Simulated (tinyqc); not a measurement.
Thermionic emission over a Gaussian spread of barriers: two steps of the calculation.

Metal on an n-type semiconductor with one parabolic valley; V > 0 is forward bias (metal positive). Patches of barrier height b are spread as a Gaussian with mean phi - r2 V and variance sg^2 + r3 V; each carries A* T^2 exp(-b/Vt) [exp(V/Vt) - 1].

Inputs (values chosen for the exercise); band and dielectric values those of a made-up semiconductor:
```
symbol,value,unit,meaning
T,300,K,temperature
me,0.22,m0,electron mass
phi,0.97,eV,barrier height seen from the metal
sg,0.047,eV,standard deviation of the barrier heights
r2,-0.04,,"shift of the mean barrier per volt, with its sign reversed (rho2)"
r3,-0.0023,V,change of sg^2 per volt (rho3)
V,0.17,V,bias
nb,11,,barrier heights sampled
```

Constants: q = 1.602176634e-19 C, kB = 1.380649e-23 J/K, h = 6.62607015e-34 J s, m0 = 9.1093837015e-31 kg, Vt = kB T/q. Results are converted to the units shown.

Question 1. Apparent barrier, ideality and current. A* = 4 pi q me m0 kB^2/h^3 (times 1e-4 for A/(cm^2 K^2)). The mean of exp(-b/Vt) gives the apparent barrier phi_ap(V) = phi - r2 V - (sg^2 + r3 V)/(2 Vt), J = A* T^2 exp(-phi_ap/Vt) [exp(V/Vt) - 1], and 1/n = 1 + r2 + r3/(2 Vt).

Give: A*; phi_ap(0); phi_ap(V); n; J.

Answer 1.

A* = 26.438 A/(cm^2 K^2)
phi_ap(0) = 0.92728 eV
phi_ap(V) = 0.94164 eV
n = 1.0923
J = 2.5877e-7 A/cm^2

Question 2. The same mean by Simpson's rule. With mean mu and deviation s at this bias, take nb equally spaced b from mu - s^2/Vt - 3.5 s to mu + s, the Gaussian density g(b) and y = g exp(-(b - mu)/Vt); the integral I of y gives phi_ap = mu - Vt ln I.

Give: b; g; y; I; phi_ap.

Answer 2.

```
point  b (eV)  g (1/eV)  y (1/eV)
0       0.757  1.634e-5   0.07975
1       0.783  3.209e-4    0.5680
2       0.810  0.004318     2.772
3       0.836   0.03980     9.266
4       0.862    0.2514     21.22
5       0.888     1.088     33.31
6       0.915     3.224     35.81
7       0.941     6.548     26.38
8       0.967     9.113     13.31
9       0.993     8.688     4.604
10      1.019     5.675     1.091
```

I = 3.880
phi_ap = 0.9418 eV

tinyqc, about 0.01 s, one thread, Intel Xeon 2.30GHz (shared host): `OMP_NUM_THREADS=1 python tinyqc.py 2640065 2640066 out.jsonl`
